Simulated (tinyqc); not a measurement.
# From one set of inputs to another, one input at a time

Model: electroplating on a thin resistive seed layer: kinetics, Wagner number and the terminal effect across a wafer. Computed by tinyqc, a small Python program. Command: `OMP_NUM_THREADS=1 python tinyqc.py 3120245 3120246 out.jsonl terminal ladder`. One thread of a shared host (Intel(R) Xeon(R) Processor @ 2.30GHz), about 0.09 s of CPU time with the checks.

Current enters the seed at the rim. The bath is treated as a local resistance per area (no lateral flow in the liquid), two electrons per ion, molar volume 7.11 cm^3/mol, Faraday constant F = e N_A, kinematic viscosity 0.01 cm^2/s, omega = 2 pi x rpm/60; k_B T/e is in volts.

The inputs printed are set A. Inputs not listed in the table keep their values of set A, so the rows need not describe a real material.

Inputs (values chosen for the exercise, of the order of those for copper plating on a thin cobalt or ruthenium seed): wafer radius R = 7.5 cm; seed thickness t = 15 nm; seed resistivity = 15 microohm cm; bath conductivity kappa = 0.3 S/cm; gap to the anode h = 4.1 cm; extra resistance of a porous plate = 0 ohm cm^2; exchange current density i_0 = 0.097 mA/cm^2; cathodic transfer coefficient alpha = 0.35; mean current density = 7.6 mA/cm^2; diffusivity of the metal ion = 4.7e-06 cm^2/s; metal ion concentration = 0.67 mol/L; rotation rate = 100 rpm; temperature T = 298 K.

Constants: e = 1.602176634e-19 C; N_A = 6.02214076e+23 1/mol; k_B = 8.617333262e-05 eV/K.

Method:
- Growth rate = i V_m/(2 F). Levich limit i_L = 0.62 x 2 F D^(2/3) omega^(1/2) nu^(-1/6) c. Tafel overpotential eta = (k_B T/(alpha e)) ln(i/i_0); kinetic resistance k_B T/(alpha e i); bath resistance h/kappa + plate; R_s = resistivity/t; Wagner number = kinetic resistance x kappa/R.
- Linearised: with R_t = kinetic + bath resistance the current density obeys (1/r)(r i')' = i R_s/R_t, so i = A I_0(r/l), l = sqrt(R_t/R_s); with x = R/l, edge/centre = I_0(x) and edge/mean = x I_0(x)/(2 I_1(x)).
- Voltage drop in the seed for a uniform current: i R_s R^2/4.
- Full model: seed potential phi(r) with (1/r)(r phi')' = R_s i, where i solves phi = R_b i + (k_B T/(alpha e)) ln(i/i_0) (phi being the driving voltage left at r); phi'(0) = 0 and phi'(R) = R_s i_mean R/2. Solved by collocation to a tolerance of 1e-7.

Each row keeps all changes above it:
```
input moved                              from     to  edge over centre, full model  length l (cm)  Wagner number
set A                                       -      -                        15.208         1.5271        0.38616
gap to the anode h (cm)                   4.1    8.2                         8.575         1.9232        0.38616
bath conductivity kappa (S/cm)            0.3  0.039                         1.748         4.6895        0.05020
seed thickness t (nm)                      15     12                         1.971         4.1944        0.05020
wafer radius R (cm)                       7.5     10                         2.997         4.1944        0.03765
exchange current density i_0 (mA/cm^2)  0.097   0.86                         2.997         4.1944        0.03765
mean current density (mA/cm^2)            7.6     16                         3.068         4.1458        0.01788
cathodic transfer coefficient alpha      0.35   0.36                         3.070         4.1445        0.01739
```

Where does the difference come from?

Edge over centre, full model goes from 15.2 to 3.07, a factor 0.202 in all. The largest single move comes from bath conductivity kappa (a factor 0.204), and wafer radius R works against it (a factor 1.52). Length l goes from 1.53 to 4.14, a factor 2.71 in all. The largest single move comes from bath conductivity kappa (a factor 2.44), and seed thickness t works against it (a factor 0.894). Wagner number goes from 0.386 to 0.0174, a factor 0.0450 in all. The largest single move comes from bath conductivity kappa (a factor 0.130). The single moves hold for this order of the switches; the total does not depend on the order.

Extremes, crossings and ranges named in words are read from the listed rows.
